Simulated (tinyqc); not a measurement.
## Charges from the flat band at three thicknesses

Inverse problem. For a gate stack whose outer layer (permittivity e2) is made in three thicknesses t2, Vfb = V0 - (q/eps0) [Qb t2/e2 + r2 t2^2/(2 e2)], with Qb the sheet density of all charge below that layer and r2 the uniform density in it. Find V0, Qb and r2.

Values chosen for this exercise: relative permittivity of layer 2 e2 = 22.2.

Constants: q = 1.602176634e-19 C, eps0 = 8.8541878128e-14 F/cm where lengths are in cm. Results are converted to the units shown.

t2 (nm): [2.2, 4.5, 7.4]
Vfb (V): [0.064705960, 0.055061460, 0.037554138]

Answer. A parabola through the three points gives the three coefficients.

V0 = 0.0704 V
Qb = 2.23e11 cm^-2
r2 = 8.70e17 cm^-3

Computed by the program tinyqc: `OMP_NUM_THREADS=1 python tinyqc.py 2010078 2010079 out.jsonl`, one thread of a shared Intel Xeon 2.30GHz, about 0.01 s for the whole run.
